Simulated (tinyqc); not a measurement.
Along the channel and with depth: stress in a transistor channel from embedded alloy regions, liners and fins, by half-space elasticity. Computed by tinyqc, a small Python program. Command: `OMP_NUM_THREADS=1 python tinyqc.py 3003273 3003274 out.jsonl stressor walk`. One thread of a shared host (Intel(R) Xeon(R) Processor @ 2.30GHz), about 0.01 s of CPU time with the checks.

Plane strain in an isotropic half-space, the same constants everywhere; x along the channel from its centre, y downwards from the free surface; stress is positive in tension.

Inputs (values chosen for the exercise, modelled on silicon): alloy fraction x = 0.015; lattice change per unit x, beta = -0.439; Young's modulus E = 161 GPa; Poisson ratio nu = 0.24; channel length L = 70 nm; length of each stressor S = 35 nm; recess depth d = 30 nm; depth of the field point y = 1.3 nm.

Stressor: Si(1-x)C(x) source and drain.

Method. Misfit e = beta x. A fully constrained inclusion holds the stress -p with p = E e/(1 - 2 nu); a blanket film would hold -E e/(1 - nu) in the plane. A line element dA of misfit at (a, c) in the half-space gives, with C = E e/(2 pi (1 - nu)), X = x - a, r1^2 = X^2 + (y - c)^2, r2^2 = X^2 + Y^2, Y = y + c: s_xx = -C dA {[X^2 - (y - c)^2]/r1^4 + 3 [X^2 - Y^2]/r2^4 + 4 y Y (Y^2 - 3 X^2)/r2^6}, s_yy = C dA {[X^2 - (y - c)^2]/r1^4 - [X^2 - Y^2]/r2^4 + 4 y Y (Y^2 - 3 X^2)/r2^6}. These are integrated over two rectangles, L/2 < |a| < L/2 + S, 0 < c < d (closed form in a, 200 Gauss-Legendre points in c).

misfit e = -0.006585

Stress (MPa):
```
2x/L  s_xx at y  s_yy at y  s_xx at d/2  s_xx at 1.5 d
0.0      515.70     0.4760       233.96        -55.917
0.2      527.41     0.4732       229.12        -56.362
0.4      561.08     0.4298       215.55        -58.819
0.6      608.29     0.1804       202.40        -67.873
0.8      625.30    -1.6620       229.33        -93.053
```

Near the surface s_xx changes by +21 % from the centre to 2x/L = 0.8. At the centre, s_xx at half the recess depth is 0.45 of its value at y, and below the recess -0.11. An element acts with the sign of X^2 - (y - c)^2, so its direct term reverses where the offset in depth exceeds the lateral distance, and the image terms that amplify the stress near the surface fade with depth.
